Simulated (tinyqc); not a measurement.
# Changing the silicon available t_Si

Model: thermodynamics of metal silicides: hull, first phase, silicon consumed, nucleation and stability against SiO2. Computed by tinyqc, a small Python program. Command: `OMP_NUM_THREADS=1 python tinyqc.py 3001115 3001116 out.jsonl silphase sweep`. One thread of a shared host (Intel(R) Xeon(R) Processor @ 2.30GHz), about 0.01 s of CPU time with the checks.

Entropies of formation of the solids are neglected, so heats stand for free energies. Si fractions: M2Si 0.3333, MSi 0.5000, MSi2 0.6667.

Inputs (values chosen for the exercise, for a model metal):

| quantity | value | unit |
|---|---|---|
| heat of formation of M2Si | -53 | kJ/mol atoms |
| heat of formation of MSi | -63.3 | kJ/mol atoms |
| heat of formation of MSi2 | -21.7 | kJ/mol atoms |
| molar volume of M | 9.09 | cm^3/mol |
| molar volume of Si | 12.06 | cm^3/mol |
| metal thickness t | 37 | nm |

Phases: M2Si, MSi, MSi2.

Method. A phase is stable if it lies below every straight line between a phase on its left and one on its right (M and Si at zero). Distance = its heat less the lowest such line, negative for a stable phase. Overall Si fraction x0 = (t_Si/V_Si)/(t_Si/V_Si + t/V_M). In equilibrium the two stable phases that bracket x0 share the atoms by the lever rule.

One run for each value:

| silicon available t_Si (nm) | overall Si fraction x0 | share of atoms in the Si-richer phase |
|---|---|---|
| 11.1 | 0.18442 | 0.55326 |
| 30.5 | 0.38322 | 0.29931 |
| 50.0 | 0.50460 | 0.00919 |
| 69.4 | 0.58571 | 0.17142 |
| 88.8 | 0.64400 | 0.28799 |
| 108.0 | 0.68751 | 0.37502 |
| 128.0 | 0.72280 | 0.44560 |
| 147.0 | 0.74966 | 0.49932 |
| 166.0 | 0.77177 | 0.54355 |

What does the table show, and why?

Over the rows, overall Si fraction x0 rises from 0.184 to 0.772 (exponent d ln y / d ln x 0.72 between the first rows and 0.24 between the last); share of atoms in the Si-richer phase goes from 0.553 through a minimum among these rows, 0.00919 at 50.0, to 0.544. The share restarts from zero each time x0 passes the composition of a stable phase.

Extremes, crossings and ranges named in words are read from the listed rows.
